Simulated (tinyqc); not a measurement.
Kinetic Monte Carlo and master equation for a particle on a ring of sites with traps and bias: one step, computed by the program tinyqc.

7 sites on a ring, numbered 1 to 7. The saddle between i and i+1 lies at E0 + s b_i and site i at s eps_i; a force F tilts the landscape, with the saddle half-way.

Question. Rate table. Rates: k(i to i+1) = nu exp(-(E0 + s b_i - s eps_i - F a/2)/(k_B T)), k(i to i-1) = nu exp(-(E0 + s b_(i-1) - s eps_i + F a/2)/(k_B T)). Share right = k right/(k right + k left); mean stay = 1/(k right + k left).

Inputs (values chosen for the exercise, for a model defect):
```
quantity,value,unit
reference barrier E0,0.47,eV
scale factor s of the disorder,1,-
attempt frequency nu,1.2,THz
temperature T,360,K
site spacing a,2.8,angstrom
force F along the ring,0.0031,eV/angstrom
```

Disorder: site traps.

site energies eps_i (eV): [-0.035, -0.063, 0, -0.02, -0.049, 0, -0.066]

saddle shifts b_i between sites i and i+1 (eV): [0, 0, 0, 0, 0, 0, 0]

Constants: k_B = 8.617333262e-05 eV/K.

Give: Rates, shares of right hops and mean stays.

Answer.

Rates, shares of right hops and mean stays:
```
site,k right (1/s),k left (1/s),share right,mean stay (s)
1,1.1756e+05,8.8866e+04,0.56950,4.8444e-06
2,4.7672e+04,3.6037e+04,0.56950,1.1946e-05
3,3.6327e+05,2.7461e+05,0.56950,1.5677e-06
4,1.9065e+05,1.4412e+05,0.56950,2.9871e-06
5,7.4861e+04,5.6591e+04,0.56950,7.6073e-06
6,3.6327e+05,2.7461e+05,0.56950,1.5677e-06
7,4.3278e+04,3.2716e+04,0.56950,1.3159e-05
```

The particle stays longest on site 7, 8.4 times as long as on the quickest site.
